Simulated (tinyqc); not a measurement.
Inside a calculation. Method: plane-wave Kohn-Sham cycle with exchange-only LDA in a layered model solid. Computed by tinyqc, a small Python program that keeps every step. Settings: points = 16, plane-wave index or count = 2, electrons = 2, k points = 1, area = 16.0, mixing = 1.0, iteration cap = 54, Kerker q0 = 1.5. Command: `OMP_NUM_THREADS=1 python tinyqc.py 21836 21837 out.jsonl` (the two numbers bound the seeds that draw the settings). One thread of a shared host (Intel(R) Xeon(R) Processor @ 2.60GHz), about 0.02 s of CPU time with the checks. Later iterations appear only in the table of the cycle.

## Iteration 1: potential

A solid whose potential varies along x alone (atomic units):
```
parameter                      value
period a                    6.800000
cross-section of the cell  16.000000
electrons per cell                 2
grid points                       16
plane waves -n..n, n               2
k points                           1
V1 in V1 cos(2 pi x/a)     -0.780000
V2 in V2 cos(4 pi x/a)      0.160000
```

density at the start, on the grid x_j = j a/N (e/bohr^3): 0.018382  0.018382  0.018382  0.018382  0.018382  0.018382  0.018382  0.018382  0.018382  0.018382  0.018382  0.018382  0.018382  0.018382  0.018382  0.018382

V_H(G) = 4 pi rho(G)/G^2 for G != 0 (uniform background); v_x = -(3 rho/pi)^(1/3); V = V_ext + V_H + v_x; Fourier components f(G_m) = (1/N) sum_j f(x_j) exp(-i G_m x_j).

Potentials on the grid (hartree):
```
x         V_ext     V_H      v_x        V
0.0000  -0.6200  0.0000  -0.2599  -0.8799
0.4250  -0.6075  0.0000  -0.2599  -0.8674
0.8500  -0.5515  0.0000  -0.2599  -0.8114
1.2750  -0.4116  0.0000  -0.2599  -0.6715
1.7000  -0.1600  0.0000  -0.2599  -0.4199
2.1250   0.1854  0.0000  -0.2599  -0.0745
2.5500   0.5515  0.0000  -0.2599   0.2917
2.9750   0.8338  0.0000  -0.2599   0.5739
3.4000   0.9400  0.0000  -0.2599   0.6801
3.8250   0.8338  0.0000  -0.2599   0.5739
4.2500   0.5515  0.0000  -0.2599   0.2917
4.6750   0.1854  0.0000  -0.2599  -0.0745
5.1000  -0.1600  0.0000  -0.2599  -0.4199
5.5250  -0.4116  0.0000  -0.2599  -0.6715
5.9500  -0.5515  0.0000  -0.2599  -0.8114
6.3750  -0.6075  0.0000  -0.2599  -0.8674
```

V(G_m), m = 0, 1, 2, ... (hartree): -0.2599  -0.3900  0.0800  0.0000  0.0000

## Iteration 1: Hamiltonian at one k

k = 0.0000 2 pi / a

H(m,m') = (k + G_m)^2/2 delta + V(G_m - G_m'), with V(-G) = V(G).

H (hartree):
```
         -2       -1       +0       +1       +2
-2   1.4477  -0.3900   0.0800   0.0000   0.0000
-1  -0.3900   0.1670  -0.3900   0.0800   0.0000
+0   0.0800  -0.3900  -0.2599  -0.3900   0.0800
+1   0.0000   0.0800  -0.3900   0.1670  -0.3900
+2   0.0000   0.0000   0.0800  -0.3900   1.4477
```

## Iteration 1: levels at that k

Diagonalise the Hermitian matrix.

eigenvalues (hartree): -0.6203  -0.0169  0.4504  1.5515  1.6046

## Iteration 1: new density

Motion across x is left out: the lowest 1 band(s) hold two electrons at each of the k points (j + 1/2)/nk - 1/2. Residual R = rho(out) - rho(in); rho(new) = rho(in) + 1 R, with R(G) scaled by G^2/(G^2 + 1.5^2) (Kerker). rho(out) = 2/(a A nk) sum |psi|^2 with psi = sum c exp(i G x). Harris energy E = band energy - dV sum rho (V_H/2 + v_x) + (3/4) dV sum rho v_x with rho(in), dV = a A/N, band energy = (2/nk) sum of the filled levels.

rho(out) (e/bohr^3): 0.052996  0.047870  0.035240  0.021086  0.010241  0.004075  0.001396  0.000499  0.000309  0.000499  0.001396  0.004075  0.010241  0.021086  0.035240  0.047870

density after iteration 1 (e/bohr^3): 0.031232  0.028625  0.022557  0.016669  0.013491  0.013100  0.014097  0.015135  0.015536  0.015135  0.014097  0.013100  0.013491  0.016669  0.022557  0.028625

energy per cell = -1.110584 hartree

## Iteration 2: potential

As before.

Potentials on the grid (hartree):
```
x         V_ext      V_H      v_x        V
0.0000  -0.6200   0.1216  -0.3101  -0.8086
0.4250  -0.6075   0.1075  -0.3012  -0.8012
0.8500  -0.5515   0.0708  -0.2782  -0.7589
1.2750  -0.4116   0.0247  -0.2516  -0.6385
1.7000  -0.1600  -0.0182  -0.2344  -0.4126
2.1250   0.1854  -0.0504  -0.2321  -0.0972
2.5500   0.5515  -0.0709  -0.2379   0.2427
2.9750   0.8338  -0.0817  -0.2436   0.5084
3.4000   0.9400  -0.0850  -0.2457   0.6092
3.8250   0.8338  -0.0817  -0.2436   0.5084
4.2500   0.5515  -0.0709  -0.2379   0.2427
4.6750   0.1854  -0.0504  -0.2321  -0.0972
5.1000  -0.1600  -0.0182  -0.2344  -0.4126
5.5250  -0.4116   0.0247  -0.2516  -0.6385
5.9500  -0.5515   0.0708  -0.2782  -0.7589
6.3750  -0.6075   0.1075  -0.3012  -0.8012
```

V(G_m), m = 0, 1, 2, ... (hartree): -0.2571  -0.3543  0.0783  -0.0002  0.0005

## Iteration 2: Hamiltonian at one k

k = 0.0000 2 pi / a

As before.

H (hartree):
```
         -2       -1       +0       +1       +2
-2   1.4504  -0.3543   0.0783  -0.0002   0.0005
-1  -0.3543   0.1698  -0.3543   0.0783  -0.0002
+0   0.0783  -0.3543  -0.2571  -0.3543   0.0783
+1  -0.0002   0.0783  -0.3543   0.1698  -0.3543
+2   0.0005  -0.0002   0.0783  -0.3543   1.4504
```

## Iteration 2: levels at that k

As before.

eigenvalues (hartree): -0.5701  0.0047  0.4306  1.5367  1.5812

## Iteration 2: new density

As before.

rho(out) (e/bohr^3): 0.051226  0.046570  0.034963  0.021634  0.011026  0.004667  0.001717  0.000658  0.000420  0.000658  0.001717  0.004667  0.011026  0.021634  0.034963  0.046570

density after iteration 2 (e/bohr^3): 0.037535  0.034133  0.025972  0.017460  0.012002  0.010219  0.010705  0.011718  0.012167  0.011718  0.010705  0.010219  0.012002  0.017460  0.025972  0.034133

energy per cell = -1.028846 hartree

## Convergence

Stop when sqrt(dV sum R^2) is below 1e-8, dV = a A/N.

Course of the cycle:
```
iteration  E (hartree)  norm of the residual
1            -1.110584              1.95e-01
2            -1.028846              1.31e-01
3            -0.989098              8.94e-02
4            -0.971323              6.15e-02
5            -0.963733              4.22e-02
6            -0.960628              2.90e-02
7            -0.959416              1.99e-02
8            -0.958971              1.36e-02
9            -0.958821              9.36e-03
10           -0.958777              6.45e-03
11           -0.958769              4.45e-03
...                ...                   ...
37           -0.958777              3.50e-07
38           -0.958777              2.44e-07
39           -0.958777              1.69e-07
40           -0.958777              1.18e-07
41           -0.958777              8.21e-08
42           -0.958777              5.71e-08
43           -0.958777              3.98e-08
44           -0.958777              2.77e-08
45           -0.958777              1.93e-08
46           -0.958777              1.34e-08
47           -0.958777              9.33e-09
```

Converged in 47 iterations. Before convergence this energy mixes input and output and is not variational, so it may rise towards its limit.
